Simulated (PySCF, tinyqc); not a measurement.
Inside a calculation. Method: CID on RHF in the sto-3g basis, for H4, spin multiplicity 1. The lowest restricted solution is unstable here: a spin-polarised one lies 0.0327 hartree lower (PySCF). One step of it, computed by the program tinyqc.

Task: Integrals over molecular orbitals. (pq|rs) = sum C_ip C_jq C_kr C_ls (ij|kl), one index at a time.

coefficients C:
```
,MO1,MO2,MO3,MO4
1H 1s,0.385894,-0.477771,0.637177,-0.582171
2H 1s,0.449598,-0.416216,-0.525656,0.708366
3H 1s,0.448235,0.417833,-0.527421,-0.706700
4H 1s,0.384346,0.479144,0.638623,0.580161
```

core Hamiltonian H = T + V (hartree):
```
,1H 1s,2H 1s,3H 1s,4H 1s
1H 1s,-1.149223,-0.540956,-0.026428,-0.001176
2H 1s,-0.540956,-1.322011,-0.271530,-0.026372
3H 1s,-0.026428,-0.271530,-1.321780,-0.540143
4H 1s,-0.001176,-0.026372,-0.540143,-1.148885
```

Two-electron integrals (ij|kl) in chemists' order, unique and non-zero (hartree):
```
i,j,k,l,(ij|kl)
1,1,1,1,0.774606
2,1,1,1,0.184649
2,1,2,1,0.063309
2,2,1,1,0.385078
2,2,2,1,0.184649
2,2,2,2,0.774606
3,1,1,1,0.004648
3,1,2,1,0.001942
3,1,2,2,0.007242
3,1,3,1,0.000083
3,2,1,1,0.039029
3,2,2,1,0.018024
3,2,2,2,0.078834
3,2,3,1,0.000985
3,2,3,2,0.013681
3,3,1,1,0.168469
3,3,2,1,0.070827
3,3,2,2,0.289622
3,3,3,1,0.004648
3,3,3,2,0.078834
3,3,3,3,0.774606
4,1,1,1,0.000122
4,1,2,1,0.000054
4,1,2,2,0.000227
4,1,3,1,2.92e-06
4,1,3,2,0.000040
4,1,3,3,0.000227
4,1,4,1,1.17e-07
4,2,1,1,0.002530
4,2,2,1,0.001102
4,2,2,2,0.004637
4,2,3,1,0.000065
4,2,3,2,0.000983
4,2,3,3,0.007226
4,2,4,1,2.91e-06
4,2,4,2,0.000083
4,3,1,1,0.045742
4,3,2,1,0.018350
4,3,2,2,0.070718
4,3,3,1,0.001103
4,3,3,2,0.017995
4,3,3,3,0.184344
4,3,4,1,0.000054
4,3,4,2,0.001935
4,3,4,3,0.063122
4,4,1,1,0.118437
4,4,2,1,0.045798
4,4,2,2,0.168415
4,4,3,1,0.002535
4,4,3,2,0.039011
4,4,3,3,0.384833
4,4,4,1,0.000122
4,4,4,2,0.004637
4,4,4,3,0.184344
4,4,4,4,0.774606
```

Give: one-electron integrals over orbitals h = C^T H C; Two-electron integrals over orbitals.

Result:

one-electron integrals over orbitals h = C^T H C (hartree):
```
,1,2,3,4
1,-1.3755,0.0001,0.0934,-0.0003
2,0.0001,-1.3012,0.0003,0.0804
3,0.0934,0.0003,-1.0579,0.0001
4,-0.0003,0.0804,0.0001,-0.9814
```

Two-electron integrals over orbitals (pq|rs), unique and non-zero (hartree):
```
p,q,r,s,(pq|rs)
1,1,1,1,0.3839
2,1,1,1,-0.0007
2,1,2,1,0.1917
2,2,1,1,0.3747
2,2,2,1,0.0006
2,2,2,2,0.3798
3,1,1,1,-0.0389
3,1,2,1,-1.76e-04
3,1,2,2,1.71e-04
3,1,3,1,0.1149
3,2,1,1,-3.28e-04
3,2,2,1,0.0548
3,2,2,2,1.69e-04
3,2,3,1,3.15e-04
3,2,3,2,0.1118
3,3,1,1,0.3753
3,3,2,1,0.0005
3,3,2,2,0.3775
3,3,3,1,-0.0023
3,3,3,2,1.45e-04
3,3,3,3,0.3896
4,1,1,1,1.79e-04
4,1,2,1,-0.0148
4,1,2,2,-3.67e-05
4,1,3,1,-3.61e-04
4,1,3,2,0.0939
4,1,3,3,-2.33e-05
4,1,4,1,0.1015
4,2,1,1,-0.0442
4,2,2,1,-1.61e-04
4,2,2,2,-0.0067
4,2,3,1,0.1152
4,2,3,2,3.84e-04
4,2,3,3,-0.0041
4,2,4,1,-3.06e-04
4,2,4,2,0.1186
4,3,1,1,-0.0007
4,3,2,1,0.1915
4,3,2,2,0.0006
4,3,3,1,-1.64e-04
4,3,3,2,0.0574
4,3,3,3,0.0005
4,3,4,1,-0.0134
4,3,4,2,-1.59e-04
4,3,4,3,0.2026
4,4,1,1,0.3973
4,4,2,1,-0.0006
4,4,2,2,0.3881
4,4,3,1,-0.0418
4,4,3,2,-3.14e-04
4,4,3,3,0.3975
4,4,4,1,1.72e-04
4,4,4,2,-0.0472
4,4,4,3,-0.0006
4,4,4,4,0.4238
```
